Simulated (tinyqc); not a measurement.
# Electron continuity equation in a given potential, Scharfetter-Gummel discretisation: three discretisations compared

Steady state in one dimension: J = q mu n E + q D dn/dx with E = -dpsi/dx and D = mu Vt, dJ/dx = q (n/tau - G), fixed densities nL and nR at the ends. The potential is given, psi = 0 for x < L/2 and U (2 x/L - 1) beyond, and is not changed by the electrons.

11 equal intervals. Fluxes J_i = (q D/h)(n_(i+1) P_i - n_i Q_i), d_i = (psi_(i+1) - psi_i)/Vt: Scharfetter-Gummel P = B(d), Q = B(-d), B(d) = d/(exp(d) - 1); central P = 1 - d/2, Q = 1 + d/2; upwind P = 1 + max(-d, 0), Q = 1 + max(d, 0). Balance at each inner node: J_i - J_(i-1) = q h (n_i/tau - G). The reference is Scharfetter-Gummel on 2200 intervals.

Inputs (values chosen for the exercise); mobility close to that of gallium phosphide at room temperature: temperature T = 450 K; electron mobility mu = 250 cm^2/(V s); length of the region L = 0.7 um; density at x = 0 nL = 2.8e15 cm^-3; density at x = L nR = 3.4e16 cm^-3; lifetime tau = 3.1e-11 s; uniform generation rate G = 4.3e24 cm^-3 s^-1; potential difference psi(L) - psi(0) U = 0.51 V.

Constants: q = 1.602176634e-19 C, kB = 1.380649e-23 J/K, Vt = kB T/q. Results are converted to the units shown.

Densities (cm^-3):
```
node	Scharfetter-Gummel	central	upwind	reference
0	2.8000e15	2.8000e15	2.8000e15	2.8000e15
1	1.9407e15	1.9413e15	1.9415e15	1.9428e15
2	1.3250e15	1.3262e15	1.3266e15	1.3322e15
3	8.6980e14	8.7181e14	8.7256e14	8.8488e14
4	5.1387e14	5.1696e14	5.1811e14	5.4003e14
5	2.0923e14	2.1381e14	2.1551e14	2.5060e14
6	1.2388e14	1.2264e14	1.8165e14	1.1484e14
7	1.2613e14	1.2506e14	3.3103e14	1.1758e14
8	1.4675e14	1.0357e14	8.6422e14	1.3863e14
9	3.7955e14	3.6524e14	2.7709e15	3.7167e14
10	3.0611e15	-2.7315e15	9.5923e15	3.0528e15
11	3.4000e16	3.4000e16	3.4000e16	3.4000e16
```

What do the numbers show?

Largest errors as a share of the largest reference density listed: Scharfetter-Gummel 0.12 %, central 17 %, upwind 19 %. The largest |d| is 2.39. Central differences give 1 negative value(s), since P or Q changes sign once |d| exceeds 2. Upwinding stays positive but acts as if D were larger by the factor 1 + |d|/2, up to 2.20 here.

Computed by the program tinyqc: `OMP_NUM_THREADS=1 python tinyqc.py 2220152 2220153 out.jsonl`, one thread of a shared Intel Xeon 2.30GHz, about 0.01 s for the whole run.
